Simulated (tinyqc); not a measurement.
# Berg model of reactive sputtering of a nitride or oxide: poisoning, hysteresis and pumping speed, step by step

A worked calculation. Computed by tinyqc, a small Python program that keeps every step. Command: `OMP_NUM_THREADS=1 python tinyqc.py 3023885 3023886 out.jsonl berg walk`. One thread of a shared host (Intel(R) Xeon(R) Processor @ 2.30GHz), about 0.07 s of CPU time with the checks. Intermediate numbers are printed to about 7 digits and carried at full precision; extremes and crossings named in words are read from the listed rows.

A diatomic gas reacts with bare metal on the target and on the collecting surfaces; ions remove metal and compound from the target. theta_t and theta_c are the compound fractions.

Inputs (values chosen for the exercise, close to those used for aluminium nitride):
```
quantity                         value     unit
ion current density J               40  mA/cm^2
target area A_t                    250     cm^2
collecting area A_c               2700     cm^2
metal yield Y_m                   0.91        -
compound yield Y_c                0.15        -
sticking coefficient alpha        0.58        -
reactive atoms per metal atom z      1        -
gas mass M                          28        u
pumping speed S                     65      l/s
gas temperature T                  300        K
reactive partial pressure P      0.023       Pa
```

Constants: e = 1.602176634e-19 C; u = 1.6605390666e-27 kg; k_B = 1.380649e-23 J/K.

## Steady state at the pressure P

Ion flux j = J/e; gas flux F = P/sqrt(2 pi M k_B T). Target: (2/z) alpha F (1 - theta_t) = j Y_c theta_t. Sputtered flows F_c = j Y_c theta_t A_t, F_m = j Y_m (1 - theta_t) A_t. Collector: (2/z) alpha F (1 - theta_c) A_c + F_c (1 - theta_c) = F_m theta_c. Gas use Q = alpha F [(1 - theta_t) A_t + (1 - theta_c) A_c] + P S/(k_B T); 1 sccm = 4.4780e17 molecules/s. Rate R = F_m + F_c, given relative to j Y_m A_t.

ion flux j = 2.496604e+17 1/(cm^2 s)

gas flux F = 6.611988e+16 1/(cm^2 s)

theta_t = 0.6719258

theta_c = 0.9196858

gas use (sccm): target 7.02406, collector 18.57087, pump 0.80603

total flow Q = 26.40096 sccm

rate relative to clean metal = 0.4388312

The target is partly covered. The film is 92.0 % compound. Caution: here dQ/dP is negative, a branch that flow control cannot hold.

## Critical pumping speed

P is a single-valued function of the flow Q only if dQ/dP > 0 everywhere: S must exceed k_B T times the steepest fall of the surface terms with P.

pressure of the steepest fall = 0.01868766 Pa

critical pumping speed = 628.8210 l/s

S is 0.10 times the critical value: the flow curve is S-shaped and flow control shows hysteresis.

## The hysteresis loop

Turning points solve dQ/dP = 0; a jump keeps Q fixed; the width of the loop is the difference of the two turning flows.

Corners of the loop:
```
point                           P (Pa)  Q (sccm)    theta_t    theta_c  relative rate
edge of the metallic branch  0.0104272  29.54801  0.4814654  0.7696274      0.5978970
landing, poisoned            0.5125377  29.54801  0.9785593  0.9997367      0.1827417
edge of the poisoned branch  0.1166597  19.12199  0.9121902  0.9953122      0.2381708
landing, metallic            0.0026351  19.12199  0.1900552  0.3566786      0.8412726
```

width of the loop = 10.42602 sccm

Raising the flow past 29.5 sccm drops the rate from 0.598 to 0.183; the metallic mode returns only below 19.1 sccm. The best film reachable on the metallic branch is 77 % compound, so the region between needs pressure feedback. The pressure P of the inputs lies between the turning points, where dQ/dP is negative and flow control cannot hold it.

## Flow curve at three pumping speeds

The formulas are those given above.

Pressure as the free variable:
```
P (Pa)     theta_t    theta_c  relative rate  Q at S_c/4 (sccm)  Q at S_c (sccm)  Q at 2 S_c (sccm)
0.00093  0.0764804  0.1476936      0.9361262            8.84708          9.08355             9.3989
0.00190  0.1447071  0.2753851      0.8791457           15.51492         15.99804            16.6422
0.00370  0.2478237  0.4547729      0.7930264           23.18534         24.12615            25.3806
0.00650  0.3666109  0.6326529      0.6938195           28.38834         30.04111            32.2448
0.01100  0.4948275  0.7832344      0.5867375           30.07656         32.87356            36.6029
0.01900  0.6285153  0.8934671      0.4750861           28.52994         33.36112            39.8027
0.03000  0.7276260  0.9470916      0.3923123           26.10628         33.73446            43.9054
0.04700  0.8071445  0.9752003      0.3259013           24.13926         36.09007            52.0245
0.07500  0.8697672  0.9892926      0.2736010           23.52243         42.59288            68.0201
0.15000  0.9303481  0.9970980      0.2230060           26.81533         64.95622           115.8108
```

At S_c/4 the flow falls with pressure in 4 of the intervals: as the target poisons, less metal arrives to getter the gas. At 2 S_c it rises throughout. Coverages and rate depend on P alone, not on S. The collector converts before the target (theta_c = 0.78 at theta_t = 0.49), since the metal is spread over a larger area and no ions clean it. The rate tends to Y_c/Y_m = 0.165.

Checks made by the program: gas taken up by surfaces against gas bound in the growing film (relative difference below 1e-10).
